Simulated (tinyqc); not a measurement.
Elastic trap-assisted tunnelling through a dielectric: two steps of the calculation.

Emitter at x = 0 (Fermi level 0), collector at x = t (Fermi level -V), band edge U(x) = phi - F x, F = V/t. A trap at x has the energy E = U(x) - Et. With G(u) = (4/(3 F)) sqrt(mo/C) max(u, 0)^1.5, C = hbar^2/(2 m0): S1 = G(phi - E) - G(Et), S2 = G(Et) - G(phi - V - E), T1,2 = exp(-S1,2). The steady rate through one trap is nu T1 T2 (f1 - f2)/(T1 + T2), f1 = f(E), f2 = f(E + V), f(y) = 1/(1 + exp(y/Vt)); both contacts offer states at E.

Inputs (values chosen for the exercise); dielectric values close to those of silicon dioxide:

| symbol | value | unit | meaning |
|---|---|---|---|
| T | 300 | K | temperature |
| phi | 3.14 | eV | barrier above the emitter Fermi level |
| mo | 0.48 | m0 | tunnelling mass |
| t | 4.6 | nm | thickness |
| Et | 2.68 | eV | trap depth below the band edge of the dielectric |
| Nt | 2.6e18 | cm^-3 | trap density |
| nu | 1e13 | 1/s | attempt frequency |
| n | 11 |  | points of the grid |
| V | 2.1 | V | voltage |
| xa | 1.53 | nm | left end of the grid |
| xb | 2.56 | nm | right end of the grid |

Constants: q = 1.602176634e-19 C, kB = 1.380649e-23 J/K, hbar = 1.054571817e-34 J s, m0 = 9.1093837015e-31 kg, Vt = kB T/q, hbar^2/(2 m0) = 0.0380998212 eV nm^2. Results are converted to the units shown.

Question 1. Rate through a trap near the best position. n equally spaced x from xa to xb, where nearly all of the current flows; J = q Nt times the integral of the rate, by Simpson's rule.

Find: x; E; S1; S2; f1 - f2; rate; J.

Answer 1.

```
point  x (nm)    E (eV)      S1      S2  f1 - f2  rate (1/s)
0      1.5300  -0.23848  18.893  30.496  0.99990     0.56966
1      1.6330  -0.28550  20.242  29.662  0.99998      1.3121
2      1.7360  -0.33252  21.600  28.813   1.0000      3.0654
3      1.8390  -0.37954  22.967  27.949   1.0000      7.2283
4      1.9420  -0.42657  24.343  27.070   1.0000      16.442
5      2.0450  -0.47359  25.729  26.178   1.0000      26.106
6      2.1480  -0.52061  27.123  25.271   1.0000      14.364
7      2.2510  -0.56763  28.527  24.351   1.0000      4.0223
8      2.3540  -0.61465  29.939  23.417   1.0000     0.99329
9      2.4570  -0.66167  31.360  22.470   1.0000     0.24011
10     2.5600  -0.70870  32.790  21.510   1.0000    0.057466
```

J = 3.2322e-7 A/cm^2

Question 2. The best-placed trap against direct tunnelling. At x = xs: E, S1, S2 and the occupation (T1 f1 + T2 f2)/(T1 + T2). Direct tunnelling at E = 0 has S = (4/(3 F)) sqrt(mo/C) [phi^1.5 - max(phi - V, 0)^1.5].

xs = 2.05 nm

Give: E; S1; S2; occupation; S of direct tunnelling.

Answer 2.

E = -0.47587 eV
S1 = 25.796
S2 = 26.134
occupation = 0.58373
S of direct tunnelling = 46.686

Range of the model: Phonon-assisted (inelastic) capture, chains of traps and a spread of trap depths are left out.

tinyqc, about 0.06 s, one thread, Intel Xeon 2.30GHz (shared host): `OMP_NUM_THREADS=1 python tinyqc.py 2370170 2370171 out.jsonl`
